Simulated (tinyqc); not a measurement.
Solubility, supersaturation, precipitation and gettering of an impurity in a silicon-like host: one step, computed by the program tinyqc.

The wafer was saturated at T1 and is then held at T.

Task: Segregation into a layer on one face. k = k_0 exp(E_g/(k_B T)); in equilibrium the bulk keeps C/C0 = 1/(1 + k t_g/w). For a strong sink on one face the slowest diffusion mode has tau_w = 4 w^2/(pi^2 D), and C/C0 is estimated as c_eq + (1 - c_eq)(8/pi^2) sum over odd m up to 99 of exp(-m^2 t/tau_w)/m^2. Precipitation is left out here.

Inputs (values chosen for the exercise, modelled on copper in silicon):
```
quantity                       value        unit
temperature of saturation T1    1225           K
anneal temperature T             791           K
anneal time t                    6.6           s
wafer thickness w                400  micrometre
segregation energy E_g          0.48          eV
segregation prefactor k_0     0.0032           -
getter layer thickness t_g      0.26  micrometre
```

Gettering: segregation gettering in a layer.

D(T) = 7.040376e-06 cm^2/s

Constants: k_B = 8.617333262e-05 eV/K.

Give: segregation coefficient k; equilibrium C/C0; tau_w; mean C/C0 at t.

Result:

segregation coefficient k = 3.660

equilibrium C/C0 = 0.9976

tau_w = 92.11 s

mean C/C0 at t = 0.9995

Diffusion and capacity both matter. Caution: the barrier to homogeneous nucleation is below 35 k_B T for these inputs, so new precipitates would form and outnumber the fixed sinks assumed here.
